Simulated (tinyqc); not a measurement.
What moves the results: interface roughness in a thin film (subband fluctuation and scattering). A value that a table varies takes the place of the one given here.

Square well of width t, barriers V0, c = hbar^2/2m0: E1 solves k t + 2 atan[(k/mz)/(kappa/mb)] = pi, k = sqrt(mz E/c), kappa = sqrt(mb (V0 - E)/c). One interface is rough, so the subband edge fluctuates by G dt with G = |dE1/dt| (central difference of 0.01 angstrom; 2 E1/t for hard walls).

Gaussian roughness spectrum S(q) = pi D^2 Lc^2 exp(-q^2 Lc^2/4). Degenerate gas, taken to fill one subband (the second starts to fill once c kF^2/md exceeds E2 - E1, which is not tested here): kF = sqrt(2 pi Ns/gv), q = 2 kF sin(theta/2), 1/tau = (md/(2 pi c hbar)) G^2 times the integral from 0 to pi of S(q)(1 - cos theta)/eps(q)^2 dtheta, eps(q) = 1 + qs/q with screening (qs = gv md q0/(c eps), q0 = e^2/(4 pi eps0), form factors left out, which overstates the screening; other scattering is left out too, so these values lie far above measured mobilities in all but the thinnest films) or 1 without; mobility = tau c2/md with c2 = e/m0 = 1.75882e15 cm^2/(V s^2); 1e12/cm^2 = 1e-4/angstrom^2.

Constants: hbar^2/2m0 = 3.80998211 eV angstrom^2; hbar = 6.58211957e-16 eV s; e^2/(4 pi eps0) = 14.39964547 eV angstrom.

Values chosen for the exercise (near those of a thin Si channel on (100), two-fold valleys; the results hold for these values, not for the real material):
- mz = 0.925 m0 (confinement mass)
- V0 = 2.95 eV (barrier)
- mb = 0.5 m0 (barrier mass)
- md = 0.19 m0 (mass in the plane)
- gv = 2 (valleys)
- D = 3.3 angstrom (rms height of the roughness)
- Lc = 48 angstrom (correlation length)
- Ns = 1.5 x 1e12/cm^2 (sheet density)
- eps = 7.8 (mean dielectric constant at the channel)
- ts = (15, 20, 24, 28, 35, 45, 59) angstrom (thicknesses)
- t = 28 angstrom (film thickness)
- Ll = (5, 10, 16, 25, 40, 65, 100) angstrom (correlation lengths)

## The sixth-power law

Screened mobility against thickness for the finite barrier and for hard walls.

Results:

| t (angstrom) | E1 (meV) | G (meV/angstrom) | mobility (cm^2/(V s)) | the same, hard walls |
|---|---|---|---|---|
| 15 | 144.6 | 17.194 | 883 | 450 |
| 20 | 85.9 | 7.886 | 4.20e+03 | 2.53e+03 |
| 24 | 61.3 | 4.758 | 1.15e+04 | 7.55e+03 |
| 28 | 45.9 | 3.087 | 2.74e+04 | 1.90e+04 |
| 35 | 30.1 | 1.638 | 9.73e+04 | 7.26e+04 |
| 45 | 18.6 | 0.796 | 4.12e+05 | 3.28e+05 |
| 59 | 11.0 | 0.363 | 1.98e+06 | 1.67e+06 |

With hard walls G goes as 1/t^3 and the mobility as t^6. With the finite barrier the local exponent is 5.42 at the thin end and 5.80 at the thick end, since the envelope leaks out and softens the dependence. The least value is 883 cm^2/(V s). The gate field, which also presses carriers to the interface, is left out. Below about 20 angstrom the effective-mass picture is itself doubtful. Up to t = 35 angstrom G D exceeds half of EF - E1, where the Born rate fails.

## Correlation length

Fixed D; bare and screened mobility.

Results:

| Lc (angstrom) | kF Lc | bare mobility (cm^2/(V s)) | screened mobility (cm^2/(V s)) |
|---|---|---|---|
| 5 | 0.11 | 3.02e+04 | 1.07e+06 |
| 10 | 0.22 | 7.76e+03 | 2.75e+05 |
| 16 | 0.35 | 3.20e+03 | 1.14e+05 |
| 25 | 0.54 | 1.49e+03 | 5.38e+04 |
| 40 | 0.87 | 809 | 3.04e+04 |
| 65 | 1.41 | 684 | 2.96e+04 |
| 100 | 2.17 | 1.07e+03 | 7.08e+04 |

The bare mobility is lowest at Lc = 65 angstrom of those listed (kF Lc = 1.41). The screened mobility is lowest at Lc = 65 angstrom of those listed (kF Lc = 1.41). Short roughness averages out (mobility as 1/Lc^2; the first two rows give exponent -1.96), and long roughness deflects only by small angles (bare mobility rising as Lc; the last two rows give 1.03).

## What each parameter does

G, G D, and the screened mobility. Each row changes one parameter from the base and keeps the others.

Results:

| case | G (meV/angstrom) | G D (meV) | mobility (cm^2/(V s)) |
|---|---|---|---|
| base | 3.087 | 10.19 | 2.740e+04 |
| t = 34 angstrom | 1.780 | 5.87 | 8.243e+04 |
| D = 4.29 angstrom | 3.087 | 13.24 | 1.621e+04 |
| Lc = 56 angstrom | 3.087 | 10.19 | 2.720e+04 |
| Ns = 2.4 x 1e12/cm^2 | 3.087 | 10.19 | 3.063e+04 |
| mz = 1.064 m0 | 2.747 | 9.06 | 3.460e+04 |
| md = 0.218 m0 | 3.087 | 10.19 | 2.622e+04 |
| V0 = 2.06 eV | 2.980 | 9.83 | 2.940e+04 |
| eps = 9.4 | 3.087 | 10.19 | 2.020e+04 |

The largest shifts from the base row, up to three for each result and ties (the steps differ in size, so this ranks the rows, not the parameters). G (meV/angstrom): t -1.307, mz -0.340, V0 -0.107; unchanged at the printed digits by D, Lc, Ns, md and eps. G D (meV): t -4.31, D +3.06, mz -1.12; unchanged at the printed digits by Lc, Ns, md and eps. mobility (cm^2/(V s)): t +5.50e+04, D -1.12e+04, mz +7.21e+03. In the base case G D is 1.1 times EF - E1 = 9.4 meV: the fluctuation exceeds the Fermi energy, so the Born rate for a uniform gas is not to be trusted.

Run: tinyqc, `OMP_NUM_THREADS=1 python tinyqc.py 1250582 1250583 out.jsonl`; Intel(R) Xeon(R) Processor @ 2.30GHz, one thread, shared host; about 0.01 s of CPU time with all checks.
